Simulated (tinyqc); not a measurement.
# Electron mobility in a silicon inversion layer, empirical terms and Matthiessen rule: effect of the temperature

Inversion layer of sheet density Ns on a uniformly doped body. The mobility terms are empirical power laws with prefactors chosen for the exercise; adding their inverses (Matthiessen) is itself an approximation.

Nc and Nv are given at 300 K and scale as (T/300 K)^1.5; Eg is fixed. ni = sqrt(Nc Nv) exp(-Eg/(2 Vt)), Eg in volts; Ndep = sqrt(2 eps0 eps_r Nb (2 Vt ln(Nb/ni) + Vsb)/q); E = q (Ndep + eta Ns)/(eps0 eps_r), in MV/cm. With t = T/(300 K): muC = Ac (Ns/1e12 cm^-2) t/(Nb/1e17 cm^-3 + Nit/1e11 cm^-2), muP = Ap E^(-1/3) t^(-1.75), muS = As E^(-gs); 1/mu is the sum of the inverses.

Inputs (values chosen for the exercise); material values close to those of silicon:
- Eg = 1.11 eV (band gap)
- eps_r = 11.7 (relative permittivity of the semiconductor)
- Nc = 2.79e19 cm^-3 (conduction-band density of states at the reference temperature)
- Nv = 2.7e19 cm^-3 (valence-band density of states at the reference temperature)
- Nb = 9.8e16 cm^-3 (body doping)
- Vsb = 0 V (reverse body bias)
- eta = 0.5 (weight of the inversion charge in the effective field)
- Ap = 386 cm^2/(V s) (phonon-limited mobility at 1 MV/cm and 300 K)
- As = 1020 cm^2/(V s) (roughness-limited mobility at 1 MV/cm)
- gs = 2 (exponent of the roughness term)
- Ac = 3900 cm^2/(V s) (Coulomb prefactor)
- Nit = 3.3e10 cm^-2 (charge at the interface)
- Ns = 3.7e12 cm^-2 (inversion density)

Constants: q = 1.602176634e-19 C, kB = 1.380649e-23 J/K, Vt = kB T/q, eps0 = 8.8541878128e-14 F/cm where lengths are in cm. Results are converted to the units shown.

Result of one run:

| T (K) | E (MV/cm) | muC (cm^2/(V s)) | muP (cm^2/(V s)) | muS (cm^2/(V s)) | mu (cm^2/(V s)) |
|---|---|---|---|---|---|
| 450 | 0.4239 | 1.652e4 | 252.7 | 5678 | 238.5 |

What becomes of these results when the temperature T is changed from 450 to 300 K, all else the same?

Result of the changed run:

| T (K) | E (MV/cm) | muC (cm^2/(V s)) | muP (cm^2/(V s)) | muS (cm^2/(V s)) | mu (cm^2/(V s)) |
|---|---|---|---|---|---|
| 300 | 0.4436 | 1.102e4 | 506.1 | 5182 | 442.6 |

The whole series:

| T (K) | E (MV/cm) | muC (cm^2/(V s)) | muP (cm^2/(V s)) | muS (cm^2/(V s)) | mu (cm^2/(V s)) |
|---|---|---|---|---|---|
| 120 | 0.4621 | 4406 | 2482 | 4776 | 1191 |
| 160 | 0.4585 | 5875 | 1504 | 4851 | 960.3 |
| 200 | 0.4546 | 7344 | 1021 | 4935 | 758.4 |
| 250 | 0.4494 | 9179 | 693.4 | 5052 | 571.7 |
| 300 | 0.4436 | 1.102e4 | 506.1 | 5182 | 442.6 |
| 350 | 0.4375 | 1.285e4 | 388.2 | 5329 | 352.0 |
| 400 | 0.4309 | 1.469e4 | 308.9 | 5493 | 286.7 |
| 450 | 0.4239 | 1.652e4 | 252.7 | 5678 | 238.5 |

As T goes from 120 to 450 K, E falls from 0.462 to 0.424 MV/cm and mu falls from 1190 to 238 cm^2/(V s). The phonon term is the smallest in the first and the last row. For T = 120 to 160 K dopant freeze-out and degenerate screening, left out here, matter.

Program tinyqc, `OMP_NUM_THREADS=1 python tinyqc.py 2510160 2510161 out.jsonl`; Intel Xeon 2.30GHz, shared host, one thread, about 0.01 s.
